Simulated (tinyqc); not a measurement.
Solid solubility of a dopant against its melt (retrograde solidus), clustering and the electrically active fraction. Changing the enthalpy of transfer from melt to solid H. Computed by tinyqc, a small Python program. Command: `OMP_NUM_THREADS=1 python tinyqc.py 3031603 3031604 out.jsonl retro sweep`. One thread of a shared host (Intel(R) Xeon(R) Processor @ 2.30GHz), about 0.02 s of CPU time with the checks.

Inputs (values chosen for the exercise, of the order of those of copper in silicon for the solubility): melting point of the host T_m = 1687 K; heat of melting of the host H_f = 50.2 kJ/mol; interaction L of the melt = -12 kJ/mol; entropy of transfer S = 2.66 k_B; site density N0 = 5e+22 1/cm^3; temperature T = 1515 K.

Constants: R = 8.314462618 J/(mol K); k_B = 8.617333262e-05 eV/K; e = 1.602176634e-19 C; N_A = 6.02214076e+23 1/mol.

Method. x_l and x_s are atom fractions of the dopant in melt and solid; the solid is dilute. Liquidus of the host: R T ln(1 - x_l) + L x_l^2 = -H_f (1 - T/T_m). Distribution: k = x_s/x_l = exp[L (1 - x_l)^2/(R T)] exp(S/k_B - H/(k_B T)), the first factor being the activity coefficient in the melt. Solubility = x_s N0; at T_m x_l = 0. The largest x_s N0 between 900 K and T_m. For an ideal melt with constant heats the maximum has x_l = H_f/(H + H_f), H in the same units.

One run for each value; columns: (1) enthalpy of transfer from melt to solid H (eV); (2) temperature of the maximum (K); (3) largest solubility (1/cm^3); (4) k at the melting point; (5) x_l there:
```
(1)     (2)        (3)        (4)     (5)
0.695  1417  6.767e+20  5.098e-02  0.4035
0.913  1467  1.173e+20  1.138e-02  0.3434
1.130  1502  2.152e+19  2.558e-03  0.2995
1.350  1527  3.990e+18  5.632e-04  0.2652
1.570  1547  7.581e+17  1.240e-04  0.2381
1.790  1562  1.467e+17  2.730e-05  0.2161
2.220  1584  6.157e+15  1.418e-06  0.1831
```

Give the missing row, enthalpy of transfer from melt to solid H (eV) = 2.010.

Computed row; columns: (1) enthalpy of transfer from melt to solid H (eV); (2) temperature of the maximum (K); (3) largest solubility (1/cm^3); (4) k at the melting point; (5) x_l there:
```
(1)     (2)        (3)        (4)     (5)
2.010  1574  2.881e+16  6.011e-06  0.1978
```

Interpolating between the two neighbouring rows (linearly) misses most in largest solubility (1/cm^3), by 160 %. Over the rows, temperature of the maximum (K) rises from 1420 to 1580 (exponent d ln y / d ln x 0.13 between the first rows and 0.062 between the last); largest solubility (1/cm^3) falls from 6.77e20 to 6.16e15 (exponent d ln y / d ln x -6.4 between the first rows and -16 between the last); k at the melting point falls from 0.0510 to 1.42e-6 (exponent d ln y / d ln x -5.5 between the first rows and -15 between the last). The larger H, the smaller k and the nearer to T_m the maximum: fast-falling solubility peaks early.

Extremes, crossings and ranges named in words are read from the listed rows.
